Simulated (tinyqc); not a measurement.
Nucleation and growth of vacancy voids in a cooling silicon-like crystal. From mean radius back to cooling rate q. Computed by tinyqc, a small Python program. Command: `OMP_NUM_THREADS=1 python tinyqc.py 3004980 3004981 out.jsonl voids inv`. One thread of a shared host (Intel(R) Xeon(R) Processor @ 2.30GHz), about 0.3 s of CPU time with the checks.

Spherical voids; vacancies are lost only to voids.

Inputs (values chosen for the exercise, close to those used for silicon):
```
quantity                                    value    unit
vacancy density at the melting point C_m  4.6e+14  1/cm^3
formation energy E_f                         4.26      eV
melting point T_m                            1685       K
diffusion prefactor D0                    0.00038  cm^2/s
migration energy E_m                         0.47      eV
site density rho                            5e+22  1/cm^3
void surface energy gamma                   0.843   J/m^2
ratio (V/G)/xi_c                             1.17       -
limit of the excess at high V/G           1.5e+14  1/cm^3
temperature step                             0.25       K
```

Vacancy supply: from V/G.

Constants: k_B = 8.617333262e-05 eV/K; k_B = 1.380649e-23 J/K.

Method:
- C = C_x (u - 1)/(u + 0.2) with u = (V/G)/xi_c, a form chosen for the exercise.
- C_e = C_m exp[-(E_f/k_B)(1/T - 1/T_m)]; D = D0 exp(-E_m/(k_B T)); f = k_B T ln(C/C_e); r* = 2 gamma/(rho f); W* = 16 pi gamma^3/(3 rho^2 f^2); Z = f/sqrt(12 pi W* k_B T); I = rho Z (4 pi r* D C) exp(-W*/(k_B T)).
- March down from 1500 K in steps dT, dt = dT/q, with values at the upper end of each step: a class of I dt voids is born with r*; then all classes grow by r^2 += 2 D (C - C_e) dt/rho; C falls by the vacancies added to voids. Stop at 1150 K. T_n is the T of the largest I, N the final count (classes under 1e-6 /cm^3 are dropped), and the mean radius the number average.

Problem. A run gave the result below. Find the cooling rate q, known to lie between 1.5 and 4.2 K/min.

mean radius = 13.95384 nm

Solution.

Each step takes the trial c = (a f_b - b f_a)/(f_b - f_a), f being the result less the target and a, b, c the logarithms of the listed values; c replaces end b, the old b replaces a if the sign of f changed, and otherwise f_a is halved.

Scan of the range:
```
cooling rate q (K/min)  mean radius (nm)
1.50                             16.8117
1.78                             15.4560
2.11                             14.2175
2.51                             13.0561
2.98                             12.0015
3.54                             11.0296
4.20                             10.1430
```

False position (Illinois rule, in the logarithm of the input) inside the bracket:
```
step    end a    end b    trial  mean radius (nm)
1     2.11000  2.51000  2.19482           13.9450
2     2.11000  2.19482  2.18941           13.9619
3     2.19482  2.18941  2.19200           13.9538
4     2.18941  2.19200  2.19200           13.9538
```

Mean radius falls at every point of a 13-point scan of the range (every second point is shown), so one value fits; it is bracketed by 2.11 and 2.51. Answer: cooling rate q = 2.192 K/min.
